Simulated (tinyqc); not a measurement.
## Resistance of a tapered via with liner, size effect and interface: via resistance against the sidewall angle

A round via whose diameter grows from db at the bottom as D(z) = db + 2 z/tan(ang). The fill, of diameter D - 2 tl, starts above the bottom liner (thickness fb tl) and has rho = rho0 (1 + ks lam/(D - 2 tl)); the sidewall liner conducts in parallel with it. The bottom liner and the interface are crossed over the full area pi db^2/4. Spreading in the lines above and below is left out.

Slices between z0 = fb tl and hv, evaluated at their midpoints: conductance per length pi/4 [(D - 2 tl)^2/rho + (D^2 - (D - 2 tl)^2)/rl], slice resistance = slice height over that. 2000 slices. R_fill = sum of the slices; R_bottom = rl fb tl/(pi db^2/4); R_interface = ri/(pi db^2/4); ballistic (Sharvin) limit 1/(Sb pi (db - 2 tl)^2/4); ideal cylinder rho0 hv/(pi db^2/4).

Values chosen for this exercise; fill metal close to molybdenum:

| symbol | value | unit | meaning |
|---|---|---|---|
| db | 33 | nm | diameter at the bottom |
| hv | 45 | nm | height |
| rho0 | 5.38 | uohm cm | bulk resistivity of the fill |
| lam | 10.9 | nm | mean free path of the fill |
| ks | 1.4 |  | size-effect factor |
| tl | 0 | nm | liner on the sidewall |
| fb | 1 |  | liner at the bottom over that on the sidewall |
| rl | 160 | uohm cm | resistivity of the liner |
| ri | 4.5e-12 | ohm cm^2 | interface resistivity at the bottom |
| Sb | 1.3e15 | S/m^2 | ballistic conductance per area, about 3/(4 rho0 lam) |

The same in every row: R_bottom (ohm) = 0; R_interface (ohm) = 0.5261; ballistic limit (ohm) = 0.8994.

Results:
```
ang (degrees)	R_fill (ohm)	R (ohm)	R over ideal cylinder	largest part
90	4.140	4.666	1.648	fill
89	3.923	4.449	1.572	fill
88	3.728	4.254	1.503	fill
86	3.388	3.915	1.383	fill
84	3.104	3.630	1.282	fill
82	2.861	3.388	1.197	fill
```

Estimate the missing row, ang = 87 degrees.

Computed row:
```
ang (degrees)	R_fill (ohm)	R (ohm)	R over ideal cylinder	largest part
87	3.550	4.076	1.440	fill
```

With this row back in the table: R falls from 4.67 to 3.39 ohm. The fill is the largest part at ang = 90 and in all other rows. The share of the two bottom terms goes from 11.3 to 15.5 %.

Program tinyqc, `OMP_NUM_THREADS=1 python tinyqc.py 2750140 2750141 out.jsonl`; Intel Xeon 2.30GHz, shared host, one thread, about 0.01 s.
